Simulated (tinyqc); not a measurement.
# Input admittance of a MOSFET at zero drain bias: distributed channel and distributed gate: what changes with what

Source and drain grounded, strong inversion, w = 2 pi f, Cox = eps0 eox/tox. The channel is an RC line of resistance 1/(mu Cox Vo) per square fed from both ends, so one finger has the intrinsic admittance y = i w Cox L tanh(g)/g per width, g = (1/2) sqrt(i w tau), tau = L^2/(mu Vo). The vertical resistance rv/L is in series with y, the overlaps 2 i w Cov in parallel: y_t = 1/(1/y + rv/L) + 2 i w Cov. The gate strip is a line of Rsh/L per length loaded by y_t, so a finger has Y = y_t Wf tanh(k)/k, k = (Wf/sd) sqrt(y_t Rsh/L); the device has Nf Y.

Values chosen for this exercise; values of the order met in silicon radio-frequency transistors:
```
symbol,value,unit,meaning
eox,9.2,,relative permittivity of the gate insulator (close to aluminium oxide)
tox,16,nm,insulator thickness
L,0.23,um,channel length
Wf,1.5,um,finger width
Nf,8,,number of fingers
mu,350,cm^2/(V s),channel mobility
Vo,0.67,V,gate overdrive
Rsh,4.4,ohm/square,sheet resistance of the gate
rv,0,ohm um^2,vertical resistivity of the gate stack
sd,1,,number of ends at which a finger is contacted
Cov,0.19,fF/um,overlap and fringe capacitance on each side
f,29,GHz,frequency
```

Constants: eps0 = 8.8541878128e-14 F/cm where lengths are in cm. Results are converted to the units shown.

Each table varies one quantity; the others keep the values above.

## Input impedance against frequency

Low-frequency limits, with c = Cox L and ct = c + 2 Cov: R_strip = Rsh Wf/(3 sd^2 L Nf), R_ch = (c/ct)^2 L/(12 mu Cox Vo Wf Nf), R_vert = (c/ct)^2 rv/(L Wf Nf), C = ct Wf Nf. Z = 1/(Nf Y) = R + 1/(i w C), Q = |Im Z|/R, far-point signal |1/cosh k|.

The same in every row: low-frequency R (ohm) = 8.822.

Input impedance against frequency:
```
f (GHz)	w tau	|k|	R (ohm)	C (fF)	Q	signal at the far point
0.3	0.004252	0.01122	8.822	18.61	3231	1.000
0.7	0.009922	0.01714	8.822	18.61	1385	1.000
2	0.02835	0.02896	8.822	18.61	484.7	1.000
4	0.05670	0.04096	8.821	18.61	242.3	1.000
9	0.1276	0.06144	8.821	18.61	107.7	1.000
20	0.2835	0.09158	8.821	18.61	48.48	0.9999
50	0.7087	0.1447	8.816	18.59	19.42	0.9995
100	1.417	0.2039	8.798	18.52	9.765	0.9980
300	4.252	0.3424	8.619	17.87	3.444	0.9849
```

Read the table: what changes, and by how much?

R falls from 8.82 to 8.62 ohm and C falls from 18.6 to 17.9 fF. Q goes as f^(-1.00) between the first two rows and f^(-0.95) between the last two, where w tau = 4.25 and |k| = 0.342. The low-frequency limits hold both R and C within 5 % up to f = 300 GHz among the rows.

## Effect of the gate overdrive

Same model as above.

Effect of the gate overdrive:
```
Vo (V)	w tau	|k|	R (ohm)	low-frequency R (ohm)	C (fF)	Q	signal at the far point
0.2	1.377	0.1098	26.67	26.74	18.53	11.11	0.9995
0.35	0.7869	0.1101	15.78	15.79	18.58	18.71	0.9997
0.5	0.5508	0.1102	11.41	11.41	18.60	25.86	0.9998
0.65	0.4237	0.1102	9.054	9.056	18.60	32.58	0.9998
0.8	0.3443	0.1103	7.581	7.582	18.61	38.91	0.9999
0.95	0.2899	0.1103	6.573	6.574	18.61	44.87	0.9999
1.1	0.2504	0.1103	5.840	5.841	18.61	50.50	0.9999
1.25	0.2203	0.1103	5.283	5.283	18.61	55.82	0.9999
```

As Vo goes from 0.2 to 1.25, R falls from 26.7 to 5.28 ohm, C stays near 18.6 fF and Q rises from 11.1 to 55.8. Only the channel term depends on Vo.

Program tinyqc, `OMP_NUM_THREADS=1 python tinyqc.py 2262031 2262032 out.jsonl`; Intel Xeon 2.30GHz, shared host, one thread, about 0.01 s.
